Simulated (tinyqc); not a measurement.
Millisecond and nanosecond annealing: surface heating, thermal budget and solid-phase regrowth: one step, computed by the program tinyqc. Command: `OMP_NUM_THREADS=1 python tinyqc.py 3000612 3000613 out.jsonl flash walk`. One thread of a shared host (Intel(R) Xeon(R) Processor @ 2.30GHz), about 0.02 s of CPU time with the checks.

A square pulse heats the surface of a thick wafer with constant thermal properties; losses by radiation are neglected and silicon melts at 1414 C.

Problem. Thermal budget. Absorbed flux q = (1 - R) fluence/t_p; kappa = k/c. With f(z, t) = (2 q/k) sqrt(kappa t) ierfc(z/(2 sqrt(kappa t))), ierfc(x) = exp(-x^2)/sqrt(pi) - x erfc(x): T = T0 + f(z, t) during the pulse and T0 + f(z, t) - f(z, t - t_p) after it. Temperatures in kelvin are T(C) + 273.15. Integrate exp(-E/(k_B T(t))) at the surface from 0 to 10 t_p (Gauss-Legendre, 60 points in sqrt(t) up to t_p and 60 in sqrt(t - t_p) after it). (Dt) = D0 x integral with E; regrowth = v0 x integral with E_v; effective time = integral/exp(-E/(k_B T_peak)).

Inputs (values chosen for the exercise, modelled on hot silicon with boron): incident fluence = 57.5 J/cm^2; pulse length t_p = 0.0052 s; reflectance R = 0.59; thermal conductivity k = 0.22 W/(cm K); heat capacity per volume c = 2.26 J/(cm^3 K); preheat temperature T0 = 600 C; wafer thickness d = 775 um; dopant prefactor D0 = 0.824 cm^2/s; dopant activation energy E = 3.47 eV; regrowth prefactor v0 = 4e+08 cm/s; regrowth energy E_v = 2.71 eV.

Source: flash lamp.

peak temperature = 1123.166 C

Constants: k_B = 8.617333262e-05 eV/K.

Give: budget (Dt); diffusion length 2 sqrt(Dt); effective time over t_p; possible regrowth.

Solution.

budget (Dt) = 2.2928e-16 cm^2

diffusion length 2 sqrt(Dt) = 0.30284 nm

effective time over t_p = 0.17899

possible regrowth = 796.06 nm

Caution: heat reaches the back of the wafer, which is no longer thick. Caution: equilibrium diffusivities are used; implant damage enhances diffusion, and k and c vary with temperature.
